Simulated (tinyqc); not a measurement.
Etch lag against aspect ratio: ion-assisted plasma etching: sheath, surface coverage, synergy and aspect-ratio dependence. Computed by tinyqc, a small Python program. Command: `OMP_NUM_THREADS=1 python tinyqc.py 3025174 3025175 out.jsonl etch walk`. One thread of a shared host (Intel(R) Xeon(R) Processor @ 2.30GHz), about 0.05 s of CPU time with the checks.

Radicals adsorb on bare sites; ions remove covered sites with a high yield and bare sites by sputtering; a slow spontaneous reaction acts everywhere, walls included.

Inputs (values chosen for the exercise, close to those used for silicon in a halogen plasma):

| quantity | value | unit |
|---|---|---|
| plasma density n_e | 2e+11 | 1/cm^3 |
| electron temperature T_e | 2.1 | eV |
| ion mass M_i | 71 | u |
| sheath voltage V | 580 | V |
| radical density n | 1.3e+14 | 1/cm^3 |
| radical mass M_n | 35.5 | u |
| gas temperature T_g | 300 | K |
| sticking coefficient s | 0.17 | - |
| radicals per removed unit x | 3 | - |
| yield slope b | 0.2 | eV^(-1/2) |
| threshold E_th | 18 | eV |
| sputter slope b_p | 0.026 | eV^(-1/2) |
| sputter threshold E_p | 38 | eV |
| spontaneous reaction probability k_c | 2e-05 | - |
| solid density N | 5e+22 | 1/cm^3 |
| ion temperature T_i | 0.51 | eV |

Feature: round hole.

Constants: e = 1.602176634e-19 C; u = 1.6605390666e-27 kg; k_B = 1.380649e-23 J/K; eps_0 = 8.8541878128e-12 F/m.

Method:
- Bohm speed u_B = sqrt(e T_e/M_i); ion flux G_i = 0.61 n_e u_B; radical flux G_n = n c/4 with c = sqrt(8 k_B T_g/(pi M_n)).
- Debye length lambda_D = sqrt(eps_0 T_e/(e n_s)) with n_s = 0.61 n_e, T_e in volts; Child-law sheath d = (sqrt2/3) lambda_D (2 V/T_e)^(3/4); ion energy E = V + T_e/2; angular spread = arctan(sqrt(T_i/E)).
- Yields: Y = b (sqrt(E) - sqrt(E_th)) on covered sites, Y_p = b_p (sqrt(E) - sqrt(E_p)) on bare ones (zero below threshold).
- Steady coverage: s G_n (1 - theta) = x Y G_i theta; removal flux = Y G_i theta + Y_p G_i (1 - theta) + k_c G_n; rate = flux/N, 1 cm/s = 6e8 nm/min.
- Lateral rate = k_c G_n/N; anisotropy = 1 - lateral/vertical; synergy = vertical/(ions alone + radicals alone), with ions alone Y_p G_i/N and radicals alone the lateral rate.
- Transmission of a round hole: K = 1/(1 + 3A/4), walls that scatter diffusely without loss. With a loss probability S = s (1 - theta) at the floor, G_b/G_n = K/(K + S - K S); theta follows G_b, and the two are solved together. Ions are taken to reach the floor unshadowed; G_b replaces G_n in every term of the rate; A is depth over diameter.

yield Y = 3.97247

sputter yield Y_p = 0.466455

ion flux G_i = 2.06097e+16 1/(cm^2 s)

radical flux G_n = 1.37473e+18 1/(cm^2 s)

vertical rate = 538.466 nm/min

coverage theta = 0.487576

Floor of the feature:

| A | K | G_b/G_n | theta | rate (nm/min) | relative rate |
|---|---|---|---|---|---|
| 0.5 | 0.72727 | 0.96788 | 0.47942 | 531.39 | 0.98685 |
| 1.0 | 0.57143 | 0.93685 | 0.47130 | 524.33 | 0.97375 |
| 2.0 | 0.40000 | 0.87802 | 0.45517 | 510.33 | 0.94774 |
| 5.0 | 0.21053 | 0.72622 | 0.40864 | 469.93 | 0.87271 |
| 10.0 | 0.11765 | 0.54334 | 0.34080 | 411.05 | 0.76337 |
| 20.0 | 0.06250 | 0.34201 | 0.24552 | 328.37 | 0.60982 |
| 50.0 | 0.02597 | 0.15225 | 0.12653 | 225.13 | 0.41809 |
| 100.0 | 0.01316 | 0.07769 | 0.06883 | 175.07 | 0.32513 |

What does the comparison show, and why?

K falls by a factor 55.3 over the rows and the rate by 3.04. Among these rows the rate stays within 10 % of the open-field value up to A = 2, with an open-field coverage below one half; sputtering, which needs no radicals, carries much of the rate in the last rows. Caution: rows with A above about 1/(2 tan(ion spread)) or 1/sqrt(k_c), often 10 to 30, are formal: ion shadowing, radical loss on the walls, redeposition of sputtered material and, in fluorocarbon plasmas, polymer growth are left out and add to the lag.
